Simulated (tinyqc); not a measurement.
Worked calculation: plane-wave Kohn-Sham cycle with exchange-only LDA in a layered model solid. One step of it, computed by the program tinyqc.

Problem. Iteration 2: Hamiltonian at one k. H(m,m') = (k + G_m)^2/2 delta + V(G_m - G_m'), with V(-G) = V(G).

A solid whose potential varies along x alone (atomic units):

| parameter | value |
|---|---|
| period a | 17.200000 |
| cross-section of the cell | 12.000000 |
| electrons per cell | 4 |
| grid points | 16 |
| plane waves -n..n, n | 2 |
| k points | 1 |
| V1 in V1 cos(2 pi x/a) | -0.520000 |
| V2 in V2 cos(4 pi x/a) | -0.250000 |

V(G_m), m = 0, 1, 2, ... (hartree): -0.264500  -0.245866  -0.123203  -0.000753  -0.000132

k = 0.000000 2 pi / a

Give: H.

Solution.

H (hartree):
```
         -2       -1       +0       +1       +2
-2   0.0024  -0.2459  -0.1232  -0.0008  -0.0001
-1  -0.2459  -0.1978  -0.2459  -0.1232  -0.0008
+0  -0.1232  -0.2459  -0.2645  -0.2459  -0.1232
+1  -0.0008  -0.1232  -0.2459  -0.1978  -0.2459
+2  -0.0001  -0.0008  -0.1232  -0.2459   0.0024
```
